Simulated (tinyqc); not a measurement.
Small-signal admittance of a forward-biased p+-n diode: two steps of the calculation.

Holes injected into a neutral base of width wb with an ohmic contact at its end; low injection, p0 far above the equilibrium density. A small voltage v exp(i w t), w = 2 pi f, modulates the edge density by p0 v/Vt, and the small-signal density obeys Dp d2p/dx2 = (1/tau + i w) p.

Values chosen for this exercise; permittivity close to that of silicon:

| symbol | value | unit | meaning |
|---|---|---|---|
| T | 350 | K | temperature |
| eps_r | 11.7 |  | relative permittivity |
| Nd | 5.1e15 | cm^-3 | donor density of the base |
| Dp | 11 | cm^2/s | hole diffusion coefficient |
| tau | 9e-7 | s | hole lifetime |
| wb | 5.3 | um | width of the neutral base |
| p0 | 1.8e14 | cm^-3 | excess hole density at the junction edge |
| Na | 9e19 | cm^-3 | acceptor density of the p+ side |
| f | 6.4e5 | Hz | signal frequency |

Constants: q = 1.602176634e-19 C, kB = 1.380649e-23 J/K, Vt = kB T/q, eps0 = 8.8541878128e-14 F/cm where lengths are in cm. Results are converted to the units shown.

Question 1. Closed-form admittance. L = sqrt(Dp tau); direct current J = (q Dp p0/L) coth(wb/L); k = sqrt(1 + i w tau)/L; diffusion admittance Y = (q Dp p0/Vt) k coth(k wb) = G + i w C_diff; junction capacitance C_j = sqrt(q eps0 eps_r Nd/(2 Vr)) in the depletion approximation, with the remaining barrier Vr = Vt ln(Na/p0), a rough value under forward bias; base-width modulation is left out.

Find: L; J; k wb; Y; C_diff; C_j.

Answer 1.

L = 31.46 um
J = 0.6042 A/cm^2
k wb = 0.2597+0.1977i
Y = 20.04+0.68i S/cm^2
C_diff = 0.1683 uF/cm^2
C_j = 0.03270 uF/cm^2

G is 1.00 times its low-frequency value J/Vt, and C_diff is 5.15 times C_j.

Question 2. The same by finite differences. 6 equal intervals, h = wb/6; u = small-signal density over its edge value, u_0 = 1, u_6 = 0; u_(i-1) + b u_i + u_(i+1) = 0 with b = -2 - h^2 (1/tau + i w)/Dp; Y = (q Dp p0/(Vt h)) (-b/2 - u_1), which includes the half box at the edge.

Wanted: b; u; Y on the mesh.

Answer 2.

b = -2.001-0.003i
u, node 1 to 5: [0.8321-0.0043i, 0.6649-0.0063i, 0.4982-0.0064i, 0.3319-0.0050i, 0.1659-0.0028i]
Y on the mesh = 20.04+0.69i S/cm^2

Program tinyqc, `OMP_NUM_THREADS=1 python tinyqc.py 2890208 2890209 out.jsonl`; Intel Xeon 2.30GHz, shared host, one thread, about 0.01 s.
